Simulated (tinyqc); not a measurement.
# Trench capacitor in an array: capacitance, non-linearity, leakage and relaxation: cell against the diameter of the hole

A film between two metal electrodes, each interface adding a series capacitance ci. The small-signal permittivity is ek (1 + aq E^2); the field is found with the linear permittivity. Leakage J = J0 sinh(E/Ef). After a voltage step the film passes a relaxation current kr C V tt^(-nr), tt being the time in seconds. The sidewall is a coaxial capacitor with radii a = dm/2 - t and b = dm/2, depth AR dm; the end face is left out.

Per length 1/c = ln(b/a)/(2 pi eps0 ek) + (1/a + 1/b)/(2 pi ci); cell capacitance c AR dm; per footprint over pt^2; fields c V/(2 pi eps0 ek r) at r = a and b; resistance of the inner electrode rho AR dm/(pi a^2); time constant R C/3 of the distributed line. The pitch is scaled as pt dm/(110 nm).

Parameters, values chosen for the exercise; permittivity of the order of that of zirconium oxide: relative permittivity of the film ek = 32.8; film thickness t = 13 nm; capacitance of each electrode interface (dead layer and screening) ci = 87 uF/cm^2; bias V = 0.5 V; aspect ratio, depth over diameter AR = 50; pitch of the square array pt = 240 nm; resistivity of the inner electrode rho = 200 uohm cm.

Constants: eps0 = 8.8541878128e-14 F/cm where lengths are in cm. Results are converted to the units shown.

Cell against the diameter of the hole:
```
dm (nm),cell capacitance (fF),per footprint (uF/cm^2),field at a (MV/cm),field at b (MV/cm),R (kohm),R C/3 (ps)
34,2.001,36.37,0.8064,0.1898,67.64,45.12
45,4.501,46.69,0.5770,0.2436,15.87,23.81
61,9.505,53.66,0.4879,0.2800,6.340,20.09
81,18.14,58.07,0.4462,0.3030,3.409,20.61
110,35.38,61.42,0.4197,0.3205,1.985,23.41
150,68.36,63.83,0.4028,0.3330,1.242,28.30
190,112.0,65.19,0.3940,0.3401,0.8994,33.59
260,214.1,66.54,0.3858,0.3472,0.6046,43.15
```

As dm goes from 34 to 260, the cell capacitance rises from 2.00 to 214 fF, the capacitance per footprint rises from 36.4 to 66.5 uF/cm^2, the ratio of the two fields falls from 4.25 to 1.11 and R C/3 goes from 45.1 through a minimum of 20.1 (at dm = 61 among the rows listed) to 43.2 ps; the time constant goes as dm^(-2.28) between the first two rows and dm^(0.80) between the last two.

Computed by the program tinyqc: `OMP_NUM_THREADS=1 python tinyqc.py 2102122 2102123 out.jsonl`, one thread of a shared Intel Xeon 2.30GHz, about 0.01 s for the whole run.
